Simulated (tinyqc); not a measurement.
Double-gate transistor, scale length and short-channel effects: two steps of the calculation.

A body of thickness ts between two insulators of thickness ti and two tied gates. Below threshold the potential that source and drain add obeys Laplace's equation and vanishes on the gate. Its lowest mode decays along the channel as exp(-k y); k is the smallest positive root of the matching condition at the interface, and the scale length is Lambda = pi/k.

Values chosen for this exercise; permittivities: semiconductor close to that of indium arsenide, insulator close to that of hafnium oxide: temperature T = 300 K; relative permittivity of the semiconductor eps_r = 15.2; relative permittivity of the insulator ei = 22.5; insulator thickness ti = 9.8 nm; body thickness ts = 8.9 nm; channel length L = 64 nm; potential of the source Vbi = 1.01 V; potential of the barrier top at threshold sT = 0.4 V; long-channel threshold VTL = 0.37 V; long-channel body factor m = 1; drain voltage Vds = 0.5 V.

Constants: q = 1.602176634e-19 C, kB = 1.380649e-23 J/K, Vt = kB T/q. Results are converted to the units shown.

Problem 1. Scan of the matching condition. f(k) = ei cos(k ti) cos(k ts/2) - eps_r sin(k ti) sin(k ts/2).

| point | k (1/nm) |
|---|---|
| 0 | 0.02 |
| 1 | 0.04 |
| 2 | 0.06 |
| 3 | 0.08 |
| 4 | 0.1 |
| 5 | 0.12 |
| 6 | 0.14 |
| 7 | 0.16 |

Wanted: f(k).

Solution 1.

| point | f(k) |
|---|---|
| 0 | 21.719 |
| 1 | 19.437 |
| 2 | 15.833 |
| 3 | 11.192 |
| 4 | 5.879 |
| 5 | 0.308 |
| 6 | -5.085 |
| 7 | -9.883 |

The first change of sign lies between k = 0.12 and 0.14 1/nm.

Problem 2. Threshold shift, barrier position and swing. Along the channel psi(y) = s + a exp(y/l) + b exp(-y/l) with psi(0) = Vbi, psi(L) = Vbi + Vds and l = 1/k = Lambda/pi; with A = Vbi - s, B = A + Vds, x = exp(-L/l): a = (B - A x) x/(1 - x^2), b = (A - B x)/(1 - x^2). The minimum is s + 2 sqrt(a b), at y = (l/2) ln(b/a). The long-channel potential follows the gate as s = sT + (Vg - VTL)/m, and the threshold VT is the gate voltage at which the minimum equals sT. Swing = m Vt ln 10/g at threshold, g = d(minimum)/ds = 1 - (b x + a)/((1 + x) sqrt(a b)).

l = 8.2570071 nm

Give: s at threshold; a; b; position of the minimum; VT; swing.

Solution 2.

s at threshold = 0.36434 V
a = 4.9288e-4 V
b = 0.64517 V
position of the minimum = 29.630 nm
VT = 0.33434 V
swing = 62.213 mV/decade

The threshold lies 35.7 mV below the long-channel value, and the barrier top sits at 0.46 L from the source.

Computed by the program tinyqc: `OMP_NUM_THREADS=1 python tinyqc.py 2420061 2420062 out.jsonl`, one thread of a shared Intel Xeon 2.30GHz, about 0.01 s for the whole run.
